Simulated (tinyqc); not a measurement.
Ways to converge the cycle: SCF convergence aids in the 6-31g basis, for He, spin multiplicity 1. Computed by the program tinyqc with PySCF. Command: `OMP_NUM_THREADS=1 python tinyqc.py 110192 110193 out.jsonl`; one thread of a shared host (Intel(R) Xeon(R) Processor @ 2.60GHz), about 0.2 s.

Geometry (angstrom):
```
atom,x,y,z
He,0.0000,0.0000,0.0000
```

lowest restricted solution found by these runs and by PySCF = -2.855160 hartree

RHF with one setting changed at a time; a run stops when the energy changes by less than 1e-09 hartree and the error matrix is below 1e-5. The start is random orbitals. Damping d keeps d of the old density; a shift (hartree) raises the virtual levels; DIIS n extrapolates F over n matrices.

Largest element of the error matrix X^T (FDS - SDF) X:
```
iteration,plain,damping 0.3,damping 0.6,shift 0.4,DIIS 3,DIIS 8
1,1.6e+00,1.6e+00,1.6e+00,1.6e+00,1.6e+00,1.6e+00
2,3.3e-01,7.8e-01,1.2e+00,8.2e-01,3.3e-01,3.3e-01
3,2.6e-02,3.1e-01,8.1e-01,1.9e-01,2.5e-02,2.5e-02
4,2.0e-03,1.2e-01,5.4e-01,4.0e-02,8.6e-03,8.6e-03
5,1.5e-04,4.3e-02,3.6e-01,8.6e-03,4.7e-05,5.2e-03
6,1.1e-05,1.6e-02,2.3e-01,1.8e-03,4.4e-07,3.7e-03
8,-,2.0e-03,9.6e-02,8.2e-05,-,2.3e-03
10,-,2.6e-04,4.0e-02,3.7e-06,-,2.0e-05
14,-,4.2e-06,6.5e-03,-,-,-
20,-,8.3e-09,4.3e-04,-,-,-
30,-,-,4.5e-06,-,-,-
```

How each run ends:
```
run,iterations,E (hartree),state
plain,7,-2.85516,lowest found
damping 0.3,20,-2.85516,lowest found
damping 0.6,43,-2.85516,lowest found
shift 0.4,10,-2.85516,lowest found
DIIS 3,6,-2.85516,lowest found
DIIS 8,11,-2.85516,lowest found
```

6 of 6 runs reach the lowest restricted solution found, in 6 to 43 iterations (fastest: DIIS 3). Plain steps already contract here, so damping only slows them. DIIS 3 gains by cancelling the error over several earlier matrices, much as a quasi-Newton step does. DIIS minimises the error, not the energy, so it can stall or settle near a saddle, and its small system turns near-singular when few rotations are active.
